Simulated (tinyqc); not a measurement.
# Worked calculation: energy and delay of logic against supply voltage

Program tinyqc, `OMP_NUM_THREADS=1 python tinyqc.py 2082047 2082048 out.jsonl`; Intel Xeon 2.30GHz, shared host, one thread, about 0.01 s. Printed values are rounded.

One expression serves below and above threshold: I(Vg) = Ik [ln(1 + exp((Vg - VT + dd V)/(al nf Vt)))]^al, with I_on = I(V) and I_off = I(0). Gate delay td = kd C V/I_on, clock period LD td. Per gate and cycle the switching energy is act C V^2 and the leakage energy I_off V LD td. No short-circuit current, no variation. Minima are sought above 0.09 V; below a few Vt gates no longer switch and the model has no meaning.

Values chosen for this exercise; values of the order met in logic technologies: temperature T = 330 K; threshold voltage at zero drain bias VT = 0.35 V; slope factor nf = 1.29; barrier lowering per volt of supply dd = 0.07; specific current of a gate Ik = 0.77 uA; exponent of the current law al = 1.42; load capacitance of a gate C = 0.39 fF; delay factor kd = 0.9; logic depth LD = 12; activity factor act = 0.02; supply voltage V = 0.97 V.

Constants: q = 1.602176634e-19 C, kB = 1.380649e-23 J/K, Vt = kB T/q. Results are converted to the units shown.

## Currents, delay and energies

I_on, I_off, td, clock frequency 1/(LD td), both energies and their sum.

I_on = 30.0587 uA
I_off = 0.351072 nA
td = 11.3268 ps
clock frequency = 7.35717 GHz
switching energy = 7.33902 aJ
leakage energy = 0.0462868 aJ
energy = 7.38531 aJ

I_on/I_off = 85600; leakage makes up 0.627 % of the energy.

## Starting value

V = 0.34 V.

V at the start = 0.34 V

## Iteration 1: new V

Minimum-energy supply: E(V) is the energy per gate and cycle; with h = 0.001 V, E' = (E(V + h) - E(V - h))/(2 h), E'' = (E(V - h) - 2 E(V) + E(V + h))/h^2, V(new) = V - E'/E''.

E' = 4.26728 aJ/V
E'' = 35.1081 aJ/V^2
V after iteration 1 = 0.218453 V

## Iteration 2: new V

As before.

E' = -5.92671 aJ/V
E'' = 162.915 aJ/V^2
V after iteration 2 = 0.254833 V

## Course of the iteration

Stop when the step is below 1e-9 V, or after 40 iterations.

Course of the iteration:
```
iteration,V before the step (V),step (V)
1,0.34,-0.122
2,0.218453,0.0364
3,0.254833,0.0103
4,0.265183,7.80e-4
5,0.265962,4.11e-6
6,0.265966,5.85e-11
```

Converged in 6 iterations. There leakage makes up 31.5 % of the energy and the clock runs at 96.3 MHz.
